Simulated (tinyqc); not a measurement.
Worked calculation: Hubbard chain of 3 sites. One step of it, computed by the program tinyqc.

Task: Mean-field iteration 1. H(up) = T + U n(down), H(down) = T + U n(up); fill the lowest levels; n(new) = n + mixing (n(out) - n); E = tr T (rho up + rho down) + U sum n_up n_down of the output.

one-body matrix (hopping and site energies) (eV):
```
           1          2          3
1  -0.900000  -0.910000   0.000000
2  -0.910000   0.210000  -0.910000
3   0.000000  -0.910000  -0.460000
```

U = 8.000000 eV

electrons, up and down: 2  1

mixing = 1

n(up) at the start (a guess, not normalised): 1 0.667000, 2 0.667000, 3 0.667000

n(down) at the start (a guess): 1 0.333000, 2 0.333000, 3 0.333000

Give: levels, up; levels, down; energy; n(up) after iteration 1; n(down) after iteration 1.

Result:

levels, up (eV): 1.033  2.009  3.800

levels, down (eV): 3.705  4.681  6.472

energy = 1.579 eV

n(up) after iteration 1: 1 0.869, 2 0.344, 3 0.787

n(down) after iteration 1: 1 0.492, 2 0.317, 3 0.191
